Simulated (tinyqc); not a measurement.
X-ray reflectivity of a thin film on silicon: critical angles, Parratt recursion, fringes and roughness: one step, computed by the program tinyqc. Command: `OMP_NUM_THREADS=1 python tinyqc.py 3120953 3120954 out.jsonl xrr walk`. One thread of a shared host (Intel(R) Xeon(R) Processor @ 2.30GHz), about 0.01 s of CPU time with the checks.

n = 1 - delta + i beta; the classical electron radius is r_e = 2.8179403e-6 nm. Layer 0 is vacuum, 1 the film, 2 the substrate.

Problem. Reflectivity at one angle. k_j = (2 pi/lambda) sqrt(sin^2 theta - 2 delta_j + 2 i beta_j); r_ij = (k_i - k_j)/(k_i + k_j) x exp(-2 k_i k_j sigma^2) (Nevot-Croce); r = (r_01 + r_12 p)/(1 + r_01 r_12 p), p = exp(2 i k_1 d); R = |r|^2.

Inputs (values chosen for the exercise, modelled on SiO2 on silicon, copper K-alpha radiation):
```
quantity                              value     unit
wavelength lambda                   0.15406       nm
film thickness d                       67.9       nm
roughness of the surface sigma_1       0.11       nm
roughness of the interface sigma_2     0.52       nm
grazing angle theta                    1.85  degrees
```

Constants:
```
layer      rho_e (1/nm^3)         delta          beta  critical angle (degrees)  q_c (1/nm)
film             677.7799  7.214735e-06  9.379156e-08                 0.2176446   0.3098455
substrate        711.4015  7.572626e-06  1.741704e-07                 0.2229774   0.3174375
```

Give: k_0, k_1, k_2; 1000 r_01; 1000 r_12; p; reflectivity R; q = 4 pi sin(theta)/lambda.

Solution.

k_0, k_1, k_2 (1/nm): 1.317  1.307  1.307

1000 r_01 = 3.343-0.044i

1000 r_12 = 0.06911-0.01556i

p = -0.0553+0.9824i

reflectivity R = 1.125e-05

q = 4 pi sin(theta)/lambda = 2.633 1/nm
